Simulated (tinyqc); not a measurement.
n-type polysilicon, carrier trapping at grain boundaries: two steps of the calculation.

One-dimensional grains of size Lg, uniform ionised doping N, monovalent traps Qt at each boundary at a depth Et below (for electrons) or above (for holes) the band edge there, abrupt depletion of width W on each side of a boundary, Boltzmann statistics. xi is the distance from the band edge at the grain centre to the Fermi level. Trapped charge Qt/(1 + exp((xi + VB - Et)/Vt)) = 2 N W, barrier VB = q N W^2/(2 eps0 eps_r).

Values chosen for this exercise; values of the order met in polycrystalline silicon: temperature T = 350 K; relative permittivity eps_r = 11.7; conduction-band density of states at T NB = 3.53e19 cm^-3; grain size Lg = 55 nm; trap density of a grain boundary Qt = 1.2e12 cm^-2; depth of the trap level from the majority band edge at the boundary Et = 0.32 eV; mass for thermionic emission ms = 0.6 m0; correction factor of the emission rate fe = 1; mobility inside the grains mug = 100 cm^2/(V s); doping N = 5e16 cm^-3.

Constants: q = 1.602176634e-19 C, kB = 1.380649e-23 J/K, m0 = 9.1093837015e-31 kg, Vt = kB T/q, eps0 = 8.8541878128e-14 F/cm where lengths are in cm. Results are converted to the units shown.

Question 1. Depletion width, Fermi level and barrier. If the trap equation with xi = Vt ln(NB/N) has a root W < Lg/2, the grain is partly depleted; otherwise W = Lg/2 and the trap equation gives xi = Et - VB + Vt ln(Qt/(N Lg) - 1). N* = Qt/Lg.

Give: N*; W; xi; VB; share of traps filled.

Answer 1.

N* = 2.1818e17 cm^-3
W = 27.500 nm
xi = 0.32735 V
VB = 0.029240 V
share of traps filled = 0.22917

N is 0.229 N*, and the grain is fully depleted; VB = 0.969 Vt.

Question 2. Resistivity and effective mobility. n0 = NB exp(-xi/Vt); mean density n0 (1 - 2 W/Lg) by charge balance in a partly depleted grain, and n0 (sqrt(pi)/2) erf(u)/u with u = sqrt(VB/Vt) in a fully depleted one; v = sqrt(kB T/(2 pi ms m0)); barrier resistivity Vt exp(VB/Vt)/(q fe n0 v Lg); grain resistivity (1 - 2 W/Lg)/(q n0 mug); effective mobility 1/(q mean density total resistivity).

W = 27.5 nm
xi = 0.32734531 V
VB = 0.029240258 V

Wanted: n0; mean density; v; barrier resistivity; grain resistivity; resistivity; effective mobility.

Answer 2.

n0 = 6.827e14 cm^-3
mean density = 5.138e14 cm^-3
v = 3.751e6 cm/s
barrier resistivity = 35.24 ohm cm
grain resistivity = 0.000 ohm cm
resistivity = 35.24 ohm cm
effective mobility = 344.7 cm^2/(V s)

The resistivity is 28.2 times that of a single crystal with the same N and mobility mug, and the mean density is 1.03 % of N. The effective mobility exceeds mug only because drift through the depleted grain is left out.

Program tinyqc, `OMP_NUM_THREADS=1 python tinyqc.py 2830227 2830228 out.jsonl`; Intel Xeon 2.30GHz, shared host, one thread, about 0.01 s.
